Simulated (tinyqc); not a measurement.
Worked calculation: epitaxial growth on a vicinal surface: Burton-Cabrera-Frank step flow, step-edge barrier and island nucleation. Computed by tinyqc, a small Python program that keeps every step. Command: `OMP_NUM_THREADS=1 python tinyqc.py 3007869 3007870 out.jsonl stepflow walk`. One thread of a shared host (Intel(R) Xeon(R) Processor @ 2.30GHz), about 0.01 s of CPU time with the checks. Intermediate numbers are printed to about 6 digits and carried at full precision; extremes and crossings named in words are read from the listed rows.

Adatoms land at rate F, hop on a square grid (a simplification for hexagonal faces), desorb, or join steps. Lengths are in units of a and n is the adatom coverage. Steps ascend at x = 0 and descend at x = l.

Inputs (values chosen for the exercise, close to those used for 4H-SiC(0001)):
```
quantity                                    value      unit
site spacing a                               3.08  angstrom
step height h                                2.52  angstrom
diffusion barrier E_d                        1.78        eV
desorption energy E_a                        3.82        eV
adatom formation energy E_f                  1.67        eV
step-edge barrier E_s                       0.043        eV
attempt frequency nu                            5       THz
deposition rate F                           0.019  layers/s
miscut angle                                  0.5   degrees
temperature T                                1410         C
critical nucleus size i                         3         -
binding energy of the critical nucleus E_i   0.64        eV
```

Constants: k_B = 8.617333262e-05 eV/K.

## Scales

D = nu exp(-E_d/(k_B T)) (a^2/s, nu counted per direction); tau = exp(E_a/(k_B T))/nu; x_s = sqrt(D tau); n_eq = exp(-E_f/(k_B T)); terrace width l = h/(a tan(miscut)); Schwoebel length l_s = exp(E_s/(k_B T)) - 1. Temperatures in kelvin are T(C) + 273.15.

D = 2.33991e+07 a^2/s

lifetime tau = 0.0548377 s

diffusion length x_s = 1132.76 a

equilibrium coverage n_eq = 9.99071e-06

terrace width l = 93.7544 a

Schwoebel length l_s = 0.345095 a

l/x_s = 0.0828: nearly every adatom reaches a step.

## Terrace solution

D n'' - n/tau + F = 0 with n(0) = n_eq and -l_s n'(l) = n(l) - n_eq. With u = n - F tau, A = n_eq - F tau, y = l/x_s, s = l_s/x_s: u = A cosh(x/x_s) + B sinh(x/x_s), B = A (1 - cosh y - s sinh y)/(sinh y + s cosh y). Flux into the ascending step J+ = D B/x_s, over the descending one J- = -(D/x_s)(A sinh y + B cosh y); step velocity J+ + J-; growth rate (J+ + J-)/l. For small y: J+ + J- = (F - n_eq/tau) l, J-/J+ = l/(l + 2 l_s). The coverage peaks where n' = 0, tanh(x/x_s) = -B/A.

J+ = 0.884852 atoms per step site and s

J- = 0.878382 atoms per step site and s

growth rate = 0.0188070 layers/s

peak coverage = 1.08802e-05

position of the peak = 47.0491 a

1.0 % of the flux desorbs; even closely spaced steps lose n_eq/tau, 0.96 % of F. The ascending step takes 50.2 %: the barrier makes an uphill current, which evens out terrace widths but makes steps meander and favours mounds on wide terraces.

## Step flow or islands

Island density on a flat surface without desorption: N = 0.25 (F/D)^(i/(i+2)) exp(E_i/((i+2) k_B T)) per site, with E_i = 0 for i = 1; spacing l_n = N^(-1/2). Step flow needs an effective width l_eff = 2 x(peak) below l_n.

island density N on a flat surface = 2.12294e-06 per site

island spacing l_n = 686.327 a

ratio l_eff/l_n = 0.137104

Steps capture adatoms before they meet: step flow. Caution: the prefactor 0.25 and the criterion are estimates, good to a factor of about two in length.

## Growth mode over temperature

x(peak) solves tanh(x/x_s) = -B/A. Rows where evaporation outweighs deposition are left out.

Scales:
```
T (C)  x_s (a)   l_s (a)  incorporated share  l_n (a)  l_eff/l_n
1210   2924.04  0.399958            0.999855   393.62   0.239197
1260   2253.97  0.384681            0.999618   458.51   0.205313
1310   1766.26  0.370521            0.998885   528.97   0.177938
1360   1404.89  0.357359            0.996616   604.94   0.155570
1410   1132.76  0.345095            0.989840   686.33   0.137104
1460    924.76  0.333640            0.970584   773.01   0.121714
1510    763.59  0.322916            0.918733   864.86   0.108776
1560    637.13  0.312857            0.786310   961.72   0.097811
1610    536.75  0.303403            0.464723  1063.40   0.088449
```

The ratio stays below 1: step flow in every row. Incorporation goes from 100.0 % to 46.5 %, as n_eq rises towards F tau or x_s falls below the terrace width: the window for smooth growth closes from above.

Checks made by the program: growth rate against F minus desorption, from a numerical solution (relative difference 1e-10).
